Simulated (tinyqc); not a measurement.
# Isotype n-N heterojunction, non-linear Poisson equation by Newton steps, Boltzmann statistics, step by step

Program tinyqc, `OMP_NUM_THREADS=1 python tinyqc.py 2040007 2040008 out.jsonl`; Intel Xeon 2.30GHz, shared host, one thread, about 0.01 s. Printed values are rounded.

One dimension, material 1 (n-type) at x < 0 and material 2 (n-type) at x > 0. Band edges: Ec = -psi in material 1 and -psi + dEc in material 2, Ev = Ec - Eg. Equilibrium, Fermi level at 0. n = Nc F((EFn - Ec)/Vt), p = Nv F((Ev - EFp)/Vt), with F(eta) = exp(eta) (Boltzmann statistics); full ionisation, no interface charge, classical densities; the doping types are chosen for the exercise.

Inputs (values chosen for the exercise); band and dielectric values those of a made-up pair:
```
symbol    value   unit                                          meaning
T           300      K                                      temperature
Eg1        1.01     eV                           band gap of material 1
er1        11.1                     relative permittivity of material 1
Nc1     2.51e19  cm^-3  conduction-band density of states of material 1
Nv1      2.5e19  cm^-3     valence-band density of states of material 1
Eg2        0.81     eV                           band gap of material 2
er2        15.2                     relative permittivity of material 2
Nc2     2.25e19  cm^-3  conduction-band density of states of material 2
Nv2     9.03e18  cm^-3     valence-band density of states of material 2
dEc        0.12     eV                 conduction-band offset Ec2 - Ec1
N1       8.1e16  cm^-3                      donor density of material 1
N2       8.6e16  cm^-3                      donor density of material 2
V             0      V                    bias of side 1 against side 2
```

Constants: q = 1.602176634e-19 C, kB = 1.380649e-23 J/K, Vt = kB T/q, eps0 = 8.8541878128e-14 F/cm where lengths are in cm. Results are converted to the units shown.

## Offsets and end potentials

dEv = Ev1 - Ev2 = Eg2 - Eg1 - dEc. Neutrality of the majority carriers far from the junction: Nc1 F(psi_L/Vt) = N1 and Nc2 F((V + psi_R - dEc)/Vt) = N2. Total bending psi_R - psi_L.

dEv = -0.32 eV
psi_L = -0.148292 V
psi_R = -0.0239161 V
psi_R - psi_L = 0.124375 V

The alignment is staggered (type II): dEc and dEv have opposite signs.

## Permittivity of the intervals

| node | x (nm) |
|---|---|
| 0 | -137 |
| 1 | -97.1 |
| 2 | -65.5 |
| 3 | -40.7 |
| 4 | -21.3 |
| 5 | -6 |
| 6 | 6 |
| 7 | 22.3 |
| 8 | 44.4 |
| 9 | 74.3 |
| 10 | 115 |
| 11 | 170 |

er1 or er2; the interface lies midway in its interval, which gets the series value 2 er1 er2/(er1 + er2).

| interval | eps_r |
|---|---|
| 0 | 11.1 |
| 1 | 11.1 |
| 2 | 11.1 |
| 3 | 11.1 |
| 4 | 11.1 |
| 5 | 12.8304 |
| 6 | 15.2 |
| 7 | 15.2 |
| 8 | 15.2 |
| 9 | 15.2 |
| 10 | 15.2 |

## Couplings between neighbouring nodes

a_i = eps0 eps_r/h_i for the interval from node i to i + 1, with h_i = x_(i+1) - x_i in cm.

| interval | coupling a_i (F/cm^2) |
|---|---|
| 0 | 2.46320e-7 |
| 1 | 3.11017e-7 |
| 2 | 3.96296e-7 |
| 3 | 5.06606e-7 |
| 4 | 6.42363e-7 |
| 5 | 9.46691e-7 |
| 6 | 8.25667e-7 |
| 7 | 6.08976e-7 |
| 8 | 4.50113e-7 |
| 9 | 3.30672e-7 |
| 10 | 2.44698e-7 |

## Starting potential

| node | material |
|---|---|
| 0 | 1 |
| 1 | 1 |
| 2 | 1 |
| 3 | 1 |
| 4 | 1 |
| 5 | 1 |
| 6 | 2 |
| 7 | 2 |
| 8 | 2 |
| 9 | 2 |
| 10 | 2 |
| 11 | 2 |

A straight line in x from psi_L to psi_R.

| node | psi at the start (V) |
|---|---|
| 0 | -0.148292 |
| 1 | -0.132127 |
| 2 | -0.119325 |
| 3 | -0.109277 |
| 4 | -0.101418 |
| 5 | -0.095219 |
| 6 | -0.090358 |
| 7 | -0.083754 |
| 8 | -0.074801 |
| 9 | -0.062687 |
| 10 | -0.046198 |
| 11 | -0.023916 |

## Iteration 1: densities, residual and Jacobian diagonal

n_i = Nc F(a_n), a_n = (V - Ec_i)/Vt; p_i = Nv F(a_p), a_p = (Ec_i - Eg)/Vt; rho_i = p_i - n_i + C_i with C = +N1 or +N2; g_i = (n_i + p_i)/Vt. Box widths w_i = (h_(i-1) + h_i)/2 in cm. Residual F_i = a_i (psi_(i+1) - psi_i) - a_(i-1) (psi_i - psi_(i-1)) + q rho_i w_i; Jacobian: a_(i-1) and a_i beside the diagonal, b_i = -a_(i-1) - a_i - q g_i w_i on it. The two end nodes are fixed.

| node | n (cm^-3) | p (cm^-3) |
|---|---|---|
| 0 | 8.1e16 | 83536.3 |
| 1 | 1.51370e17 | 44701.2 |
| 2 | 2.48375e17 | 27242.9 |
| 3 | 3.66349e17 | 18470.0 |
| 4 | 4.96512e17 | 13628.0 |
| 5 | 6.31044e17 | 10722.6 |
| 6 | 6.58155e15 | 7.62326e8 |
| 7 | 8.49698e15 | 5.90479e8 |
| 8 | 1.20137e16 | 4.17632e8 |
| 9 | 1.91943e16 | 2.61395e8 |
| 10 | 3.63223e16 | 1.38133e8 |
| 11 | 8.6e16 | 5.83406e7 |

| node | residual F (C/cm^2) | diagonal b (F/cm^2) |
|---|---|---|
| 1 | -4.03066e-8 | -3.91111e-6 |
| 2 | -7.56224e-8 | -5.04815e-6 |
| 3 | -1.01037e-7 | -5.92058e-6 |
| 4 | -1.15503e-7 | -6.48779e-6 |
| 5 | -1.19672e-7 | -6.92743e-6 |
| 6 | 1.88548e-8 | -1.83007e-6 |
| 7 | 2.38413e-8 | -1.53575e-6 |
| 8 | 3.08202e-8 | -1.25267e-6 |
| 9 | 3.77832e-8 | -1.20070e-6 |
| 10 | 3.80850e-8 | -1.65251e-6 |

## Iteration 1: Newton step

Solve the tridiagonal system a_(i-1) d_(i-1) + b_i d_i + a_i d_(i+1) = -F_i for nodes 1 to 10, with d = 0 on fixed nodes. Each component d is damped to sign(d) Vt ln(1 + |d|/Vt) before it is added.

| node | Newton step d, before damping (V) |
|---|---|
| 1 | -0.0116790 |
| 2 | -0.0172701 |
| 3 | -0.0200036 |
| 4 | -0.0208301 |
| 5 | -0.0147958 |
| 6 | 0.0322768 |
| 7 | 0.0656695 |
| 8 | 0.0826975 |
| 9 | 0.0728294 |
| 10 | 0.0376202 |

| node | psi after iteration 1 (V) |
|---|---|
| 0 | -0.148292 |
| 1 | -0.141764 |
| 2 | -0.132552 |
| 3 | -0.124093 |
| 4 | -0.116696 |
| 5 | -0.106919 |
| 6 | -0.069411 |
| 7 | -0.051072 |
| 8 | -0.037708 |
| 9 | -0.028058 |
| 10 | -0.022978 |
| 11 | -0.023916 |

## Course of the Newton iteration

Stop when the largest undamped |d| is below 1e-9 V, or after 80 iterations.

Course of the iteration:

| iteration | largest \|F\| (C/cm^2) | largest \|d\| (V) | at node |
|---|---|---|---|
| 1 | 1.20e-7 | 0.0827 | 8 |
| 2 | 5.14e-8 | 0.0162 | 4 |
| 3 | 1.96e-8 | 9.19e-3 | 4 |
| 4 | 5.03e-9 | 2.85e-3 | 4 |
| 5 | 4.70e-10 | 2.71e-4 | 4 |
| 6 | 4.39e-12 | 2.43e-6 | 4 |
| 7 | 3.59e-16 | 1.93e-10 | 4 |

Converged in 7 iterations. Once the step is below 0.1 Vt, 2 more iteration(s) reach the threshold: near the solution the error is roughly squared each time.

## Band edges, densities and displacement

| node | converged psi (V) |
|---|---|
| 0 | -0.148292 |
| 1 | -0.148239 |
| 2 | -0.147895 |
| 3 | -0.146196 |
| 4 | -0.140085 |
| 5 | -0.122172 |
| 6 | -0.077334 |
| 7 | -0.046547 |
| 8 | -0.030146 |
| 9 | -0.024999 |
| 10 | -0.024031 |
| 11 | -0.023916 |

Ec, Ev, n and p as defined; D = a_k (psi_(k+1) - psi_k) on the interval that holds the interface.

| node | Ec (eV) | Ev (eV) | n (cm^-3) | p (cm^-3) |
|---|---|---|---|---|
| 0 | 0.148292 | -0.861708 | 8.1e16 | 83536.3 |
| 1 | 0.148239 | -0.861761 | 8.11645e16 | 83367.1 |
| 2 | 0.147895 | -0.862105 | 8.22532e16 | 82263.6 |
| 3 | 0.146196 | -0.863804 | 8.78406e16 | 77031.0 |
| 4 | 0.140085 | -0.869915 | 1.11260e17 | 60816.2 |
| 5 | 0.122172 | -0.887828 | 2.22474e17 | 30414.5 |
| 6 | 0.197334 | -0.612666 | 1.08922e16 | 4.60633e8 |
| 7 | 0.166547 | -0.643453 | 3.58352e16 | 1.40010e8 |
| 8 | 0.150146 | -0.659854 | 6.75837e16 | 7.42382e7 |
| 9 | 0.144999 | -0.665001 | 8.24705e16 | 6.08374e7 |
| 10 | 0.144031 | -0.665969 | 8.56189e16 | 5.86003e7 |
| 11 | 0.143916 | -0.666084 | 8.6e16 | 5.83406e7 |

D = 42.4472 nC/cm^2

## Check against the first integral

Exact first integral: on each side D^2/(2 eps0 er) = G, G = q [Vt (nI_j - nI_b) + Vt (pI_j - pI_b) - C (psi_j - psi_b)], with C = +N1 or +N2, b the neutral end of that side, and nI, pI the densities themselves. D is continuous, so er1 G1(psi_j) = er2 G2(psi_j) fixes psi_j. Ends from Nc1 F(psi_L/Vt) = N1 and Nc2 F((V + psi_R - dEc)/Vt) = N2. D is counted positive when psi rises towards material 2.

psi_j = -0.102799 V
D = 44.8569 nC/cm^2
psi_j - psi_L = 0.0454927 V
psi_R - psi_j = 0.0788827 V
Ec1 - EFn at the interface = 0.102799 eV
Ec2 - EFn at the interface = 0.222799 eV

Material 2 takes 63.4 % of the bending. The 12-node mesh gave D = 42.45 nC/cm^2, 5.4 % below the exact value in size.
